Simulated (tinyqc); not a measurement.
# Joule-heated wire on a substrate, fin equation: effect of the conductivity along the wire

A wire of length L loses heat along itself to two contacts and sideways to the substrate: kap A theta'' - g theta + p = 0 with theta = T - T0 and p = p0. Each end passes the heat flow theta/Rc to its contact. Constant conductivity, diffusive heat flow.

The equation is solved on 800 equal steps and the peak is the largest node value. LH = sqrt(kap A/g); the share is the integral of g theta over that of p.

Values chosen for this exercise:
```
symbol  value     unit                                  meaning
A        1500     nm^2                            cross-section
g        0.53  W/(m K)  conductance per length to the substrate
L        2000       nm              length between the contacts
Rc        4.6     K/uW       thermal resistance of each contact
p0      0.093    uW/nm                       heating per length
```

Effect of the conductivity along the wire:
```
kap (W/(m K))  LH (nm)   L/LH  peak theta (K)  peak/(p0/g)  share to the substrate (%)
2.3              80.68  24.79           175.5        1.000                       93.26
5                119.0  16.81           175.4       0.9997                       90.78
11               176.4  11.34           174.6       0.9952                       87.66
23               255.1  7.839           171.2       0.9755                       84.28
50               376.2  5.317           162.6       0.9269                       80.48
110              558.0  3.584           150.6       0.8582                       76.92
230              806.8  2.479           140.3       0.7993                       74.39
```

As kap goes from 2.3 to 230 W/(m K), the peak theta falls from 175 to 140 K and the share of heat to the substrate falls from 93.3 to 74.4 %; L/LH goes from 25 to 2.5. Where L/LH is smallest the peak reaches 0.80 of p0/g, where it is largest 1.0.

Computed by the program tinyqc: `OMP_NUM_THREADS=1 python tinyqc.py 2520043 2520044 out.jsonl`, one thread of a shared Intel Xeon 2.30GHz, about 0.01 s for the whole run.
